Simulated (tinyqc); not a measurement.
Worked calculation: tight binding, kagome lattice. One step of it, computed by the program tinyqc.

Question. Bloch Hamiltonian at K. H_AB = -t1 - t2 exp(-i k.a1), H_AC = -t1 - t2 exp(-i k.a2), H_BC = -t1 - t2 exp(i k.(a1 - a2)), H_CC = delta.

Parameters chosen for this model:

| parameter | value | unit |
|---|---|---|
| t1 | 0.620000 | eV, up triangles |
| t2 | 0.700000 | eV, down triangles |
| delta | 0 | eV on site C |

k point K (fractions of the reciprocal vectors): 0.333333  0.666667

Give: H(k) at K.

Answer.

H(k) at K (eV):
```
                 A                B                C
A           0.0000  -0.2700+0.6062i  -0.2700-0.6062i
B  -0.2700-0.6062i           0.0000  -0.2700+0.6062i
C  -0.2700+0.6062i  -0.2700-0.6062i           0.0000
```
